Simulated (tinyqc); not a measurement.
Ion-assisted plasma etching: sheath, surface coverage, synergy and aspect-ratio dependence: one step, computed by the program tinyqc.

Radicals adsorb on bare sites; ions remove covered sites with a high yield and bare sites by sputtering; a slow spontaneous reaction acts everywhere, walls included.

Problem. Fluxes. Bohm speed u_B = sqrt(e T_e/M_i); ion flux G_i = 0.61 n_e u_B; radical flux G_n = n c/4 with c = sqrt(8 k_B T_g/(pi M_n)).

Inputs (values chosen for the exercise, close to those used for silicon in a halogen plasma):

| quantity | value | unit |
|---|---|---|
| plasma density n_e | 2.2e+11 | 1/cm^3 |
| electron temperature T_e | 2.1 | eV |
| ion mass M_i | 71 | u |
| radical density n | 2.1e+12 | 1/cm^3 |
| radical mass M_n | 35.5 | u |
| gas temperature T_g | 500 | K |

Feature: round hole.

Constants: e = 1.602176634e-19 C; u = 1.6605390666e-27 kg; k_B = 1.380649e-23 J/K.

Give: Bohm speed; ion flux G_i; radical speed c; radical flux G_n; flux ratio G_n/G_i.

Solution.

Bohm speed = 1.689e+05 cm/s

ion flux G_i = 2.267e+16 1/(cm^2 s)

radical speed c = 54608 cm/s

radical flux G_n = 2.867e+16 1/(cm^2 s)

flux ratio G_n/G_i = 1.265
